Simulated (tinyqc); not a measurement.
# Changing the metal thickness h

Model: growth of a silicide layer between metal and silicon: linear-parabolic kinetics, ramp anneals and Kissinger analysis. Computed by tinyqc, a small Python program. Command: `OMP_NUM_THREADS=1 python tinyqc.py 3009869 3009870 out.jsonl silicide sweep`. One thread of a shared host (Intel(R) Xeon(R) Processor @ 2.30GHz), about 0.1 s of CPU time with the checks.

One compound layer of thickness x grows by diffusion through itself and reaction at an interface, dx/dt = 1/(2x/K + 1/v), until the metal is used up at x = a h.

Inputs (values chosen for the exercise, modelled on TiSi2): silicide formed per metal thickness a = 2.51; silicon consumed per metal thickness b = 2.27; prefactor of the parabolic constant K = 2.5e+11 nm^2/s; activation energy E of K = 1.79 eV; prefactor of the interface velocity v = 3e+11 nm/s; activation energy E_v = 1.97 eV; temperature T = 675 C; time t = 410 s; ramp rate beta = 0.5 C/s; silicide resistivity = 68 micro-ohm cm; junction depth x_j = 31 nm.

Constants: k_B = 8.617333262e-05 eV/K.

Method:
- The silicide ends at the thickness a h.
- Silicon consumed b h, sheet resistance rho/(final thickness) with 1 micro-ohm cm/nm = 10 ohm; margin to the junction x_j - b h.
- K = K0 exp(-E/(k_B T)), v = v0 exp(-E_v/(k_B T)).
- Temperatures in kelvin are T(C) + 273.15.
- x^2/K + x/v = t, so x = (K/(2v)) [sqrt(1 + 4 v^2 t/K) - 1], capped at a h; completion time t_c = (a h)^2/K + a h/v, a h being the final thickness; crossover thickness K/v.
- Ramp from x = 0 at 100 C at the rate beta: dx/dT = (1/beta)/(2x/K + 1/v), integrated adaptively (tolerance 1e-9) until x = a h at T_f.

One run for each value; columns: (1) metal thickness h (nm); (2) completion time (s); (3) completion temperature T_f (C); (4) sheet resistance (ohm/square); (5) silicon consumed (nm):
```
(1)          (2)    (3)    (4)      (5)
1.0    3.301e-01  508.7  270.9    2.270
1.9    7.680e-01  529.2  142.6    4.313
3.8    2.131e+00  555.9   71.3    8.626
7.3    6.199e+00  586.8   37.1   16.571
14.0   1.962e+01  624.2   19.4   31.780
27.0   6.676e+01  668.8   10.0   61.290
53.0   2.446e+02  722.0    5.1  120.310
100.0  8.488e+02  779.0    2.7  227.000
200.0  3.346e+03  849.9    1.4  454.000
```

Over the rows, completion time (s) rises from 0.330 to 3350 (exponent d ln y / d ln x 1.3 between the first rows and 2.0 between the last); completion temperature T_f (C) rises from 509 to 850; sheet resistance (ohm/square) falls from 271 to 1.35 (exponent d ln y / d ln x about -1.0 throughout). At the high end the exponent of completion time is 1.98, close to 2: diffusion control. The exponent of sheet resistance stays at -1: R_s = rho/(a h). A thicker film lowers R_s but eats further into the junction.

Caution (rows 1.00, 1.90, 3.80): so thin a film has a resistivity above the bulk value and tends to agglomerate. Caution (all rows): a disilicide really forms through metal-rich phases and by nucleation, not as one layer from the metal.

Extremes, crossings and ranges named in words are read from the listed rows.
